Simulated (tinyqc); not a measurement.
Static response in three, two and one dimensions: static screening by free carriers.

Lindhard at zero temperature: eps(q)/eps = 1 + (qTF/q)^2 L(x), x = q/(2 kF), L(x) = 1/2 + ((1 - x^2)/(4x)) ln|(1 + x)/(1 - x)|.

kF = 1.73372 1/angstrom
qTF = 2.04241 1/angstrom

x = q/(2 kF). Response over its long-wave value: L3 as above; L2 = 1 for x <= 1 and 1 - sqrt(1 - 1/x^2) beyond; L1 = ln|(1 + x)/(1 - x)|/(2x).

Response:
```
x,L3,L2,L1,"eps(q)/eps, Lindhard 3D",Thomas-Fermi
0.101,0.997,1.000,1.003,34.90,35.01
0.304,0.969,1.000,1.033,4.636,4.754
0.506,0.910,1.000,1.101,2.233,2.355
0.709,0.810,1.000,1.248,1.559,1.690
0.911,0.643,1.000,1.683,1.269,1.418
0.992,0.522,1.000,2.781,1.184,1.353
1.033,0.433,0.749,1.995,1.141,1.325
1.114,0.342,0.559,1.311,1.096,1.280
1.316,0.223,0.350,0.757,1.045,1.200
1.620,0.139,0.213,0.445,1.018,1.132
2.227,0.070,0.106,0.217,1.005,1.070
```

What does the comparison show, and why?

Next to x = 1 the table has L3 = 0.522 and 0.433, L2 = 1.000 and 0.749, L1 = 2.781 and 1.995: an infinite slope in 3D, a kink in 2D and a logarithmic peak in 1D, where the whole Fermi surface is joined by 2 kF. These features give Friedel oscillations of period pi/kF = 1.81 angstrom at zero temperature; they wash out once kT nears EF, so this table, for T = 0, describes the gas only where EF is well above kT. Thomas-Fermi overstates eps(q) by 5.5 % at x = 0.506 and by 11.2 % at x = 1.62.

Run: tinyqc, `OMP_NUM_THREADS=1 python tinyqc.py 1682253 1682254 out.jsonl`; Intel(R) Xeon(R) Processor @ 2.30GHz, one thread, shared host; about 0.01 s of CPU time with all checks.
